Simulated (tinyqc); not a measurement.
Tolerances: periodic multilayer mirror for extreme ultraviolet light.

s polarisation, vacuum above. q_j = sqrt(N_j^2 - sin^2 theta); interface r_jk = (q_j - q_k)/(q_j + q_k) exp(-2 (2 pi/lam)^2 q_j q_k sg^2) (Nevot-Croce; sg = 0 if not given); phase factor of a layer x_j = exp(4 pi i q_j d_j/lam). Each period has the spacer (thickness (1 - Gm) L) on top of the absorber (Gm L). In this recursion R is the amplitude; R in tables and results is the reflectance, its squared modulus. The substrate is of the spacer material. Starting with R = 0 in it, each interface upward gives R -> (r + R x)/(1 + r R x), x that of the layer below the interface (1 for the substrate).

Parameters, chosen for this exercise (optical constants near those of Mo and Si at 13.5 nm; shifted at random, so the results belong to these values and not to a real crystal):
- lam = 13.5 nm (wavelength)
- dA = (0.0765, 0.00604) (delta and beta of the absorber, N = 1 - delta + i beta)
- dS = (0.0011, 0.00182) (delta and beta of the spacer and the substrate)
- L = 7.14 nm (period)
- Gm = 0.38 (absorber share of the period)
- theta = 12 degrees (angle from the normal)
- sg = 0.5 nm (interface roughness)
- Np = 30 (periods)

R of the mirror, and R^10 for a chain of ten such mirrors.

One parameter was then changed.

Results before and after:
```
case          R    R^10
base     0.6629  0.0164
changed  0.6747  0.0196
```

Which of these changes was made? (a) theta = 14 degrees; (b) Gm = 0.42; (c) L = 7.18 nm; (d) sg = 0.7 nm; (e) dA = (0.0765, 0.00725); (f) lam = 13.55 nm.

Answer: (f) lam = 13.55 nm. Of the candidates, run in turn, only this one gives the changed row.

All candidates:
```
case                         R     R^10
base                    0.6629   0.0164
L = 7.18 nm             0.6314   0.0101
Gm = 0.42               0.6794   0.0210
theta = 14 degrees      0.6823   0.0219
sg = 0.7 nm             0.6272  0.00942
dA = (0.0765, 0.00725)  0.6343   0.0105
lam = 13.55 nm          0.6747   0.0196
```

Program tinyqc; command `OMP_NUM_THREADS=1 python tinyqc.py 1680573 1680574 out.jsonl`; about 0.01 s on one thread of a shared Intel(R) Xeon(R) Processor @ 2.30GHz.
